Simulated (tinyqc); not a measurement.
Polytypes and stacking faults of a tetrahedral semiconductor in an axial Ising model with couplings up to third neighbours: one step, computed by the program tinyqc. Command: `OMP_NUM_THREADS=1 python tinyqc.py 3006299 3006300 out.jsonl polytype walk`. One thread of a shared host (Intel(R) Xeon(R) Processor @ 2.30GHz), about 0.01 s of CPU time with the checks.

Each double layer has s = +1 or -1 for the sense of its stacking step; E per pair of atoms = E0 - sum_n J_n <s_i s_(i+n)>, n = 1, 2, 3. Hexagonality h = (1 - <s_i s_(i+1)>)/2.

Task: Electronic energy gained by the fault. The fault binds electrons in a two-dimensional band E_b below the conduction edge, g2 = m m0/(pi hbar^2) for one valley. With the Fermi level held by the bulk, eta = ln[n/N_c(T)], N_c(T) = N_c (T/300)^1.5, the grand potential falls by g2 (k_B T)^2 F1(x), x = eta + E_b/(k_B T), F1(x) = integral from 0 to infinity of ln(1 + exp(x - t)) dt; sheet density g2 k_B T ln(1 + e^x). Band bending by the trapped charge is left out, so the gain is an upper bound. Net fault energy = gamma of the I2 fault less the electronic gain.

Inputs (values chosen for the exercise, of the order of those of GaN for J, a, G and the gaps):

| quantity | value | unit |
|---|---|---|
| binding energy of the fault level E_b | 0.13 | eV |
| in-plane mass m | 0.37 | m0 |
| effective density of states N_c at 300 K | 2e+19 | 1/cm^3 |
| electron density n | 2.3e+16 | 1/cm^3 |
| temperature T | 750 | K |

Host polytype: 2H.

energy of the glide fault, I2 = 33.67698 mJ/m^2

Constants: m_0 = 9.1093837015e-31 kg; hbar = 1.054571817e-34 J s; k_B = 1.380649e-23 J/K; k_B = 8.617333262e-05 eV/K.

Give: x; sheet density; electronic gain; net fault energy.

Result:

x = -6.131

sheet density = 2.170e+10 1/cm^2

electronic gain = 0.002248 mJ/m^2

net fault energy = 33.67 mJ/m^2

The gain offsets 0.0067 % of the fault energy.
